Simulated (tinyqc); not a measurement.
Hueckel theory of the pi electrons, for the molecule c1ccc2ccccc2c1 (SMILES; centres numbered as the heavy atoms are written), step by step. One step of it, computed by the program tinyqc.

Task: Energy, charges, bond orders. E = sum n x; q_r = z_r - P_rr; bond order p = P_rs; free valence = sqrt(3) - sum of p over the bonds of the atom.

x values: [2.302776, 1.618034, 1.302776, 1.000000, 0.618034, -0.618034, -1.000000, -1.302776, -1.618034, -2.302776]

occupations: [2.000000, 2.000000, 2.000000, 2.000000, 2.000000, 0.000000, 0.000000, 0.000000, 0.000000, 0.000000]

charge and bond-order matrix P, order 1C, 2C, 3C, 4C, 5C, 6C, 7C, 8C, 9C, 10C:
```
[[1.000000, 0.603165, 0.000000, -0.240883, 0.000000, 0.155952, 0.000000, -0.169863, 0.000000, 0.724564],
 [0.603165, 1.000000, 0.724564, 0.000000, -0.169863, 0.000000, 0.155952, 0.000000, -0.240883, 0.000000],
 [0.000000, 0.724564, 1.000000, 0.554700, 0.000000, -0.169863, 0.000000, 0.084932, 0.000000, -0.362282],
 [-0.240883, 0.000000, 0.554700, 1.000000, 0.554700, 0.000000, -0.240883, 0.000000, 0.518233, 0.000000],
 [0.000000, -0.169863, 0.000000, 0.554700, 1.000000, 0.724564, 0.000000, -0.362282, 0.000000, 0.084932],
 [0.155952, 0.000000, -0.169863, 0.000000, 0.724564, 1.000000, 0.603165, 0.000000, -0.240883, 0.000000],
 [0.000000, 0.155952, 0.000000, -0.240883, 0.000000, 0.603165, 1.000000, 0.724564, 0.000000, -0.169863],
 [-0.169863, 0.000000, 0.084932, 0.000000, -0.362282, 0.000000, 0.724564, 1.000000, 0.554700, 0.000000],
 [0.000000, -0.240883, 0.000000, 0.518233, 0.000000, -0.240883, 0.000000, 0.554700, 1.000000, 0.554700],
 [0.724564, 0.000000, -0.362282, 0.000000, 0.084932, 0.000000, -0.169863, 0.000000, 0.554700, 1.000000]]
```

Centres:
```
centre  z_r, pi electrons of the neutral centre         h
1C                                            1  0.000000
2C                                            1  0.000000
3C                                            1  0.000000
4C                                            1  0.000000
5C                                            1  0.000000
6C                                            1  0.000000
7C                                            1  0.000000
8C                                            1  0.000000
9C                                            1  0.000000
10C                                           1  0.000000
```

Bonds:
```
i    j  k
1    2  1
2    3  1
3    4  1
4    5  1
5    6  1
6    7  1
7    8  1
8    9  1
9   10  1
10   1  1
9    4  1
```

Give: pi energy = 10 alpha + this times beta; pi charges; Bond orders and lengths from R = 1.517 - 0.180 p; free valence of the carbons; gap between the highest filled and the next level.

Result:

pi energy = 10 alpha + this times beta = 13.6832

pi charges: [0.0000, 0.0000, 0.0000, 0.0000, 0.0000, 0.0000, 0.0000, 0.0000, 0.0000, 0.0000]

Bond orders and lengths from R = 1.517 - 0.180 p (angstrom, C-C alone):
```
bond       p       R
1-2   0.6032  1.4084
2-3   0.7246  1.3866
3-4   0.5547  1.4172
4-5   0.5547  1.4172
5-6   0.7246  1.3866
6-7   0.6032  1.4084
7-8   0.7246  1.3866
8-9   0.5547  1.4172
9-10  0.5547  1.4172
10-1  0.7246  1.3866
9-4   0.5182  1.4237
```

free valence of the carbons: [0.4043, 0.4043, 0.4528, 0.1044, 0.4528, 0.4043, 0.4043, 0.4528, 0.1044, 0.4528]

gap between the highest filled and the next level = 1.2361 |beta|
